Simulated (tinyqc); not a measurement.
Kronig-Penney superlattice by transfer matrices, step by step. Values are carried at full precision from step to step, so a last printed digit may differ when a step is redone from the rounded ones.

Wells (width a, potential 0, mass mw) alternate with barriers (width b, height V0, mass mb); period d = a + b; c = hbar^2/2m0. The vector (psi, psi'/m) is continuous, and a layer of thickness t carries it by M = [[cos kt, (m/k) sin kt], [-(k/m) sin kt, cos kt]] with k = sqrt(m (E - V)/c); for E < V, k = i kappa gives [[cosh, (m/kappa) sinh], [(kappa/m) sinh, cosh]] of kappa t. A Bloch state obeys cos(q d) = tr(Mb Mw)/2.

Constants: hbar^2/2m0 = 3.80998211 eV angstrom^2; hbar = 6.58211957e-16 eV s.

Parameters, chosen for this exercise (near those of the light valleys of a Si film between layers of SiO2; not measured data): a = 16 angstrom (well width); b = 6 angstrom (barrier width); V0 = 3.281 eV (barrier height); mw = 0.184 m0 (mass in the wells); mb = 0.49 m0 (mass in the barriers); E = 0.3563 eV (trial energy); F = 10 kV/cm (field along the axis).

## Layer matrices at one energy

Form the matrix of the well and of the barrier at E.

k in the well = 0.13118 1/angstrom
kappa in the barrier = 0.61331 1/angstrom

Mw (angstrom units):
```
          1         2
1  -0.50383    1.2117
2  -0.61582  -0.50383
```

Mb (angstrom units):
```
        1       2
1  19.833  15.825
2  24.792  19.833
```

## The matrix of one period

Multiply M = Mb Mw and take half the trace. If its size is at most 1, E lies in a miniband and q d = arccos(tr M/2); otherwise the state decays by exp(-arccosh|tr M/2|) a period.

M:
```
         1       2
1  -19.738  16.057
2  -24.704  20.047
```

tr M/2 = 0.1546
q d in a band, or the decay exponent in a gap = 1.416

E lies in a miniband; det M = 1.0000, as for any such product.

## Miniband edges

The edges are the energies where tr M/2 = +1 (q = 0) or -1 (q = pi/d); the first three minibands.

Minibands:
```
band  bottom (eV)  top (eV)  width (meV)
1          0.3479    0.3682         20.3
2          1.4567    1.5624        105.7
3          3.2303    3.7028        472.4
```

2 minibands of these lie wholly below V0. The first gap is 1088.5 meV wide; the single well of width a has E1 = 0.3580 eV, inside the first miniband.

## Dispersion along the axis

Solve tr M/2 = cos(q d) inside each miniband at q d/pi = 0, 1/6, ..., 1. The cosine form is E_bottom + (W/2)(1 - cos q d) with the true width W.

Energies (eV):
```
q d/pi  band 1  cosine form  band 2
0.000   0.3479       0.3479  1.5624
0.167   0.3492       0.3493  1.5547
0.333   0.3528       0.3530  1.5343
0.500   0.3579       0.3581  1.5075
0.667   0.3630       0.3632  1.4817
0.833   0.3668       0.3669  1.4633
1.000   0.3682       0.3682  1.4567
```

The cosine form, which holds for hopping between neighbouring wells alone, misses band 1 by at most 0.2 meV, 1 % of its width.

## Mass along the axis

With f(E) = tr M/2, 1 - (q d)^2/2 = 1 + f'(E_bottom)(E - E_bottom) gives m_z = -2 c f'/d^2 (f' by a central difference of 1e-6 eV at the bottom of band 1). The cosine form gives 4 c/(W d^2), W the width of band 1 between tr M/2 = +1 and -1.

f' = -102.9 1/eV
m_z = 1.621 m0
m_z of the cosine form = 1.552 m0
W = 20.29 meV

The mass along the axis is 8.81 times mw.

## In a field along the axis

One-band picture: ladder spacing e F d, Bloch frequency e F d/(2 pi hbar), and extent W/(e F) of a Stark state, with W the width of band 1; 1 kV/cm = 1e-5 V/angstrom.

e F d = 2.200 meV
Bloch frequency = 0.532 THz
W/(e F d) = 9.22 periods

The state spreads over about 9 periods.

## Checks

- Bottom of band 1 from 121 plane waves (the mass step taken by inverting the matrix of m) against the transfer matrix, eV: both 0.3479.

Run: tinyqc, `OMP_NUM_THREADS=1 python tinyqc.py 1282483 1282484 out.jsonl`; Intel(R) Xeon(R) Processor @ 2.30GHz, one thread, shared host; about 0.07 s of CPU time with all checks.
